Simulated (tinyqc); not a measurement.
The scattering mechanism: Boltzmann transport in a parabolic band with a power-law relaxation time.

F_j(eta) = (1/Gamma(j + 1)) integral_0^infinity x^j dx/(1 + exp(x - eta)), which tends to exp(eta) for eta << 0.

tau = tau0 x^r with x = E/kT. With K_j = Gamma(j + 1) F_j(eta): <tau> = tau0 (r + 3/2) K_(r+1/2)/((3/2) K_(1/2)); mu = <tau>/(mc m0/e), m0/e = 5.685630e-12 kg/C; Hall factor rH = (3/2) K_(1/2) (2r + 3/2) K_(2r+1/2)/((r + 3/2) K_(r+1/2))^2; Seebeck S = -(kB/e) [(r + 5/2) K_(r+3/2)/((r + 3/2) K_(r+1/2)) - eta]; Lorenz number L = (kB/e)^2 [(r + 7/2) K_(r+5/2)/((r + 3/2) K_(r+1/2)) - ((r + 5/2) K_(r+3/2)/((r + 3/2) K_(r+1/2)))^2]; kB/e in V/K. Valley anisotropy is left out of rH.

Constants: kB = 8.617333262e-05 eV/K.
eta = -2.80709

Same eta for each exponent.

Results:
```
r                                     mechanism  <tau>/tau0     rH  S (microvolt/K)  L (1e-8 W ohm/K^2)
-0.5                           acoustic phonons       0.746  1.174           -416.8               1.496
0.0                  a constant relaxation time       1.000  1.000           -459.6               1.861
0.5   polar optical or piezoelectric scattering       1.514  1.103           -502.3               2.228
1.5                          ionised impurities       4.575  1.916           -587.9               2.965
```

From r = -1/2 to 3/2 |S| grows by 171.1 microvolt/K, against 2 kB/e = 172.3 in the non-degenerate limit: scattering that favours fast electrons raises the mean energy carried. rH is 1 only for constant tau and reaches 1.916 for r = 3/2; L spans 1.496 to 2.965 against the metallic 2.443.

Computed by tinyqc, a small Python program: `OMP_NUM_THREADS=1 python tinyqc.py 1680609 1680610 out.jsonl` (the numbers bound the seed that draws the inputs); one thread of a shared host (Intel(R) Xeon(R) Processor @ 2.30GHz), about 0.01 s for the whole set of steps.
